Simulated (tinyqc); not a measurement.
Contact transmission and back-scattering length from two lengths.

Inverse problem. A channel with M modes has R = RQ (2/tc - 1 + L/lam), RQ = (h/2q^2)/M. Find lam and tc.

Constants: q = 1.602176634e-19 C, h = 6.62607015e-34 J s. Results are converted to the units shown.

R at L = 15 and 120 nm (ohm um): [28.682688, 95.608959]
M = 674.95786 1/um

Solution. The slope is RQ/lam and the intercept RQ (2/tc - 1).

lam = 30.0 nm
tc = 1.00

Numbers from tinyqc (`OMP_NUM_THREADS=1 python tinyqc.py 2760027 2760028 out.jsonl`; about 0.01 s on one thread of a shared Intel Xeon 2.30GHz).
